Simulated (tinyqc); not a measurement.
Inside a calculation. Model: a spin-degenerate level with charging energy between two leads, rate equations.

Program tinyqc, `OMP_NUM_THREADS=1 python tinyqc.py 2780026 2780027 out.jsonl`; Intel Xeon 2.30GHz, shared host, one thread, about 0.01 s. Printed values are rounded.

States 0, up, down and 2 with energies 0, e1 - Ez/2, e1 + Ez/2 and 2 e1 + U. mu_L = +V/2, mu_R = -V/2 (meV), f(x) = 1/(1 + exp(x/kB T)). A transition that adds one electron of given spin at the energy E has the rate G f(E - mu) from each lead, and its reverse G [1 - f(E - mu)]. I counts electrons leaving the left lead, times q.

Inputs (values chosen for the exercise):
```
symbol  value  unit                                 meaning
U           8   meV  charging energy of the second electron
e1       3.63   meV                                   level
GL       0.23  1/ns            tunnel rate to the left lead
GR       0.23  1/ns           tunnel rate to the right lead
T         1.3     K                             temperature
V          18    mV                                    bias
Ez          0   meV                        Zeeman splitting
dt        0.5    ns                               time step
```

Constants: q = 1.602176634e-19 C, kB = 1.380649e-23 J/K, Vt = kB T/q. Results are converted to the units shown.

Range of the model: Rate equations need hbar G well below kB T; cotunnelling and the Kondo effect are left out.

## Transition energies and Fermi factors

Transition energies: 0-up e1 - Ez/2, 0-down e1 + Ez/2, up-2 e1 + U + Ez/2, down-2 e1 + U - Ez/2.

| transition | E (meV) | fL | fR (1e-49) |
|---|---|---|---|
| 0-up | 3.6300 | 1.00000 | 1.08797 |
| 0-down | 3.6300 | 1.00000 | 1.08797 |
| up-2 | 11.6300 | 0.00000 | 0.00000 |
| down-2 | 11.6300 | 0.00000 | 0.00000 |

## Rate matrix

dp/dt = W p; W_ji is the rate from state i to j, and each column sums to zero.

W (1/ns):

|  | 0 | up | down | 2 |
|---|---|---|---|---|
| 0 | -0.460000 | 0.230000 | 0.230000 | 0.000000 |
| up | 0.230000 | -0.230000 | 0.000000 | 0.460000 |
| down | 0.230000 | 0.000000 | -0.230000 | 0.460000 |
| 2 | 0.000000 | 0.000000 | 0.000000 | -0.920000 |

## Steady state and current

Steady state: W p = 0 with sum p = 1. I = q GL sum over transitions i-j of [fL p_i - (1 - fL) p_j].

p: 0 0.333333, up 0.333333, down 0.333333, 2 0.000000
mean number of electrons = 0.666667
I = 24.5667 pA

In units of q GL GR/(GL + GR) = 18.4 pA the current is 1.33; two independent spin channels fully inside the bias window would give 2.

## Step 1: time step

p at the start: 0 1, up 0, down 0, 2 0

Explicit Euler step: p(new) = p + dt W p.

p after step 1: 0 0.770000, up 0.115000, down 0.115000, 2 0.000000

## Step 2: time step

As before.

p after step 2: 0 0.619350, up 0.190325, down 0.190325, 2 0.000000

## Relaxation from the empty dot

Stop when no probability changes by more than 1e-8 in a step, or after 400 steps.

Course of the iteration:

| step | p(0) | p(up) | p(down) | p(2) / 1e-11 | largest change |
|---|---|---|---|---|---|
| 1 | 0.770000 | 0.115000 | 0.115000 | 0.00000 | 0.230 |
| 2 | 0.619350 | 0.190325 | 0.190325 | 0.16849 | 0.151 |
| 3 | 0.520674 | 0.239663 | 0.239663 | 0.36983 | 0.0987 |
| 4 | 0.456042 | 0.271979 | 0.271979 | 0.55084 | 0.0646 |
| 5 | 0.413707 | 0.293146 | 0.293146 | 0.69593 | 0.0423 |
| 6 | 0.385978 | 0.307011 | 0.307011 | 0.80529 | 0.0277 |
| 7 | 0.367816 | 0.316092 | 0.316092 | 0.88466 | 0.0182 |
| 8 | 0.355919 | 0.322040 | 0.322040 | 0.94083 | 0.0119 |
| ... | ... | ... | ... | ... | ... |
| 35 | 0.333334 | 0.333333 | 0.333333 | 1.06167 | 1.30e-7 |
| 36 | 0.333333 | 0.333333 | 0.333333 | 1.06167 | 8.51e-8 |
| 37 | 0.333333 | 0.333333 | 0.333333 | 1.06167 | 5.58e-8 |
| 38 | 0.333333 | 0.333333 | 0.333333 | 1.06167 | 3.65e-8 |
| 39 | 0.333333 | 0.333333 | 0.333333 | 1.06167 | 2.39e-8 |
| 40 | 0.333333 | 0.333333 | 0.333333 | 1.06167 | 1.57e-8 |
| 41 | 0.333333 | 0.333333 | 0.333333 | 1.06167 | 1.03e-8 |
| 42 | 0.333333 | 0.333333 | 0.333333 | 1.06167 | 6.72e-9 |

The steps settle after 42 steps (21.0 ns) on the steady state above. The decay rates of W are 0.230, 0.690 and 0.920 1/ns; stability needs dt below 2 over the largest, 2.17 ns.
